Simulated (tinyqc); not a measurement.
Self-heating of a transistor with one or more fingers, with temperature-dependent conductivity: one step, computed by the program tinyqc. Command: `OMP_NUM_THREADS=1 python tinyqc.py 3008034 3008035 out.jsonl selfheat walk`. One thread of a shared host (Intel(R) Xeon(R) Processor @ 2.30GHz), about 0.05 s of CPU time with the checks.

N long parallel fingers lie on the top face of a slab whose bottom is held at T_0; the top is otherwise insulated, and heat flows in two dimensions. P in W/mm is 1000 P in W/m.

Problem. Extra rise from ballistic phonons. Near a source smaller than the free path, Fourier's law overstates the flow. Rough estimate: a strip that emits phonons into a half space adds a resistance times area of 4 Lambda/(3 kappa_0), from the ballistic flux C v Delta T/4 with kappa_0 = C v Lambda/3, so Delta T_b = 4 Lambda P/(3 kappa_0 w); Knudsen number Lambda/w.

Inputs (values chosen for the exercise, modelled on gallium arsenide):
```
quantity,value,unit
conductivity at the base temperature kappa_0,48.1,W/(m K)
power per gate width P,1.1,W/mm
width of the heat source w,0.39,micrometre
phonon free path Lambda,73,nm
```

Power: fixed power.

largest theta = 75.49979 K

Give: Knudsen number; ballistic rise Delta T_b; Delta T_b / largest theta.

Solution.

Knudsen number = 0.1872

ballistic rise Delta T_b = 5.707 K

Delta T_b / largest theta = 0.07560

By this estimate the ballistic term is at most a fifth of the Fourier rise.
